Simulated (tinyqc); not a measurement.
Scattering of inversion-layer electrons by surface optical phonons of the gate insulator (remote phonon scattering): one step, computed by the program tinyqc. Command: `OMP_NUM_THREADS=1 python tinyqc.py 3112665 3112666 out.jsonl sophonon walk`. One thread of a shared host (Intel(R) Xeon(R) Processor @ 2.30GHz), about 0.01 s of CPU time with the checks.

One subband with the Fang-Howard envelope; insulator and channel are half-spaces, the gate is far away, and an interlayer only moves the polar surface away by t (its own modes and its permittivity contrast are left out).

Problem. Surface modes and strengths. eps(w) = eps_inf + (eps_0s - eps_i) w1^2/(w1^2 - w^2) + (eps_i - eps_inf) w2^2/(w2^2 - w^2). Surface modes solve eps(w) + eps_s = 0, a quadratic in w^2; the strength of a mode is g = 2/(w d eps/dw). Occupation N = 1/(exp(hbar w/(k_B T)) - 1).

Inputs (values chosen for the exercise, modelled on HfO2 on germanium):
```
quantity,value,unit
static constant of the insulator eps_0s,21.4,-
intermediate constant eps_i,6.65,-
optical constant eps_inf,4.99,-
hbar omega_TO1,12.1,meV
hbar omega_TO2,49.3,meV
constant of the channel eps_s,16.2,-
temperature T,300,K
```

Constants: k_B = 8.617333262e-05 eV/K.

Give: hbar omega_SO; strengths g; occupations N; hbar omega g (2 N + 1).

Solution.

hbar omega_SO (meV): 1 15.50, 2 51.27

strengths g: 1 0.01689, 2 0.00370

occupations N: 1 1.218, 2 0.160

hbar omega g (2 N + 1) (meV): 1 0.8994, 2 0.2505

The lower mode has the larger hbar omega g N, the prefactor of absorption before the dependence on q: 0.319 and 0.0303 meV.
